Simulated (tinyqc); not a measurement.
Inside a calculation: carrier statistics of a doped semiconductor with parabolic bands. Values are carried at full precision from step to step, so a last printed digit may differ when a step is redone from the rounded ones.

Constants: kB = 8.617333262e-05 eV/K; hbar^2/2m0 = 3.80998211 eV angstrom^2.

Inputs chosen for the exercise (near those of GaAs; the results hold for these values, not for the real material):
- Eg0 = 1.515 eV (gap at 0 K)
- al = 0.000538 eV/K (Varshni alpha)
- be = 202 K (Varshni beta)
- T = 300 K
- ml = 0.0664 m0 (longitudinal electron mass)
- mt = 0.0664 m0 (transverse electron mass)
- Mv = 1 (equivalent valleys)
- mhh = 0.494 m0 (heavy-hole mass)
- mlh = 0.083 m0 (light-hole mass)
- ND = 1.8e+15 1/cm^3 (donors)
- NA = 2.6e+14 1/cm^3 (acceptors)
- ED = 0.00563 eV (donor level below Ec)
- EA = 0.0256 eV (acceptor level above Ev)

## Gap and thermal energy

Eg(T) = Eg0 - al T^2/(T + be) (Varshni).

Eg = 1.41855 eV
kT = 0.025852 eV

The gap has shrunk by 96.5 meV from 0 K and is 54.9 kT wide.

## Effective densities of states

m_de = Mv^(2/3) (ml mt^2)^(1/3); m_dh = (mhh^(3/2) + mlh^(3/2))^(2/3); N = 2 (m kB T/(4 pi c))^(3/2) with c = hbar^2/2m0, in 1/angstrom^3; times 1e24 for 1/cm^3.

m_de = 0.0664 m0
m_dh = 0.5164 m0
Nc = 4.2936e+17 1/cm^3
Nv = 9.3129e+18 1/cm^3

The light holes supply 6.4 % of Nv, and Nc/Nv = 0.0461.

## Intrinsic density and level

With Boltzmann statistics ni = sqrt(Nc Nv) exp(-Eg/2kT) and Ei = Eg/2 + (kT/2) ln(Nv/Nc), counted from Ev.

ni = 2.43e+06 1/cm^3
Ei = 0.7490 eV

Ei lies 39.8 meV above midgap, towards the band with the smaller density of states.

## Neutrality by bisection

Energies are counted from Ev, so Ec = Eg. n = Nc F_1/2((EF - Eg)/kT), p = Nv F_1/2(-EF/kT), ND+ = ND/(1 + 2 exp((EF - Eg + ED)/kT)), NA- = NA/(1 + 4 exp((EA - EF)/kT)); neutrality asks p + ND+ = n + NA-. F_j(eta) = (1/Gamma(j + 1)) integral_0^infinity x^j dx/(1 + exp(x - eta)), which tends to exp(eta) for eta << 0.

Start from the bracket [-0.2 eV, Eg + 0.2 eV]; at the midpoint EF take the sign of p + ND+ - n - NA-; where it is positive EF must rise. Fourteen steps are shown.

Bisection (eV, 1/cm^3):
```
step       low     high       EF         n         p       ND+       NA-  sign
1     -0.20000  1.61855  0.70927  5.22e+05  1.13e+07  1.80e+15  2.60e+14     +
2      0.70927  1.61855  1.16391  2.27e+13     0.261  1.80e+15  2.60e+14     +
3      1.16391  1.61855  1.39123  1.34e+17  3.96e-05  9.65e+14  2.60e+14     -
4      1.16391  1.39123  1.27757  1.84e+15   0.00321  1.78e+15  2.60e+14     -
5      1.16391  1.27757  1.22074  2.04e+14    0.0289  1.80e+15  2.60e+14     +
6      1.22074  1.27757  1.24915  6.12e+14   0.00964  1.79e+15  2.60e+14     +
7      1.24915  1.27757  1.26336  1.06e+15   0.00557  1.79e+15  2.60e+14     +
8      1.26336  1.27757  1.27046  1.40e+15   0.00423  1.79e+15  2.60e+14     +
9      1.27046  1.27757  1.27402  1.60e+15   0.00369  1.78e+15  2.60e+14     -
10     1.27046  1.27402  1.27224  1.49e+15   0.00395  1.78e+15  2.60e+14     +
11     1.27224  1.27402  1.27313  1.55e+15   0.00381  1.78e+15  2.60e+14     -
12     1.27224  1.27313  1.27268  1.52e+15   0.00388  1.78e+15  2.60e+14     +
13     1.27268  1.27313  1.27291  1.53e+15   0.00385  1.78e+15  2.60e+14     -
14     1.27268  1.27291  1.27280  1.53e+15   0.00386  1.78e+15  2.60e+14     -
```

Each step halves the bracket, which is 0.222 meV wide at the last row.

## The neutral state

Solve the neutrality condition for EF to convergence.

EF = 1.2728 eV
n = 1.52e+15 1/cm^3
p = 0.00387 1/cm^3
ND+ = 1.78e+15 1/cm^3
NA- = 2.60e+14 1/cm^3

The material is n-type; 99.1 % of the donors are ionised. EF lies 5.64 kT inside the gap from the conduction edge, so Boltzmann statistics would serve; n p/(Nc Nv exp(-Eg/kT)) = 0.999.

## Checks

- F_1/2(1) by the trapezoid rule against adaptive quadrature: both 1.575641.
- Positive against negative charge at the solution (1/cm^3): both 1.78423e+15.

Computed by tinyqc, a small Python program: `OMP_NUM_THREADS=1 python tinyqc.py 1680267 1680268 out.jsonl` (the numbers bound the seed that draws the inputs); one thread of a shared host (Intel(R) Xeon(R) Processor @ 2.30GHz), about 0.01 s for the whole set of steps.
